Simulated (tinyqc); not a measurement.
What each parameter does: dielectric confinement in a thin film (image charges).

A film |z| < t/2 of dielectric constant eps between half-spaces of dielectric constant e2; lam = (eps - e2)/(eps + e2), q = e^2/(4 pi eps0). The self-energy of a band edge is taken with the high-frequency value, e2 = eh, and the field of a fixed ion with the static one, e2 = eo. A charge at z has images lam^|n| at n t + (-1)^n z. Its self-energy is S(z) = (q/2 eps) sum over n >= 1 of lam^n [1/(n t - 2z) + 1/(n t + 2z)] for odd n and 2 lam^n/(n t) for even n; at the centre S(0) = -(q/(eps t)) ln(1 - lam).

Donor at the centre, lam from the static eo, trial function cos(pi z/t) exp(-rho/l): E(l) = c/(m l^2) - (q/eps) times the integral over k of F(k t) (1 + (k l/2)^2)^(-3/2), with F(x) = F0 + 2 lam exp(-x) G/(1 - lam exp(-x)), F0 = 2[(1 - exp(-x/2))/x + x (1 + exp(-x/2))/(x^2 + 4 pi^2)], G = 2 sinh(x/2)[1/x - x/(x^2 + 4 pi^2)]; c = hbar^2/2m0. The binding energy is -E at the minimum, counted from the subband edge with its self-energy.

Constants: e^2/(4 pi eps0) = 14.39964547 eV angstrom; hbar^2/2m0 = 3.80998211 eV angstrom^2; Ry = 13.60569312 eV.

Inputs chosen for the exercise (near those of a Ge film between layers of Si3N4; shifted at random, so the results belong to these values and not to a real crystal):

| symbol | value | unit | meaning |
|---|---|---|---|
| t | 64 | angstrom | film thickness |
| eps | 16.5 |  | dielectric constant of the film |
| eh | 4 |  | high-frequency dielectric constant outside |
| eo | 7.2 |  | static dielectric constant outside |
| m | 0.145 | m0 | mass in the plane |

<S> is the mean over (2/t) cos^2(pi z/t).

Results for these values:

| case | lam from eh | <S> (meV) | binding (meV) | l (angstrom) |
|---|---|---|---|---|
| base | 0.610 | 14.7 | 27.9 | 45.4 |

What happens to each result for t = 74 angstrom, all else kept?

Answer: lam from eh does not change at the printed digits; <S> falls from 14.7 to 12.7; binding falls from 27.9 to 25.8; l rises from 45.4 to 47.7.

The same for each parameter in turn:

| case | lam from eh | <S> (meV) | binding (meV) | l (angstrom) |
|---|---|---|---|---|
| base | 0.610 | 14.7 | 27.9 | 45.4 |
| t = 74 angstrom | 0.610 | 12.7 | 25.8 | 47.7 |
| eps = 14.8 | 0.574 | 14.9 | 30.7 | 42.6 |
| eo = 10.1 | 0.610 | 14.7 | 22.7 | 46.8 |
| eh = 5.2 | 0.521 | 11.6 | 27.9 | 45.4 |
| m = 0.174 m0 | 0.610 | 14.7 | 30.3 | 40.3 |

Program tinyqc; command `OMP_NUM_THREADS=1 python tinyqc.py 1281607 1281608 out.jsonl`; about 0.05 s on one thread of a shared Intel(R) Xeon(R) Processor @ 2.30GHz.
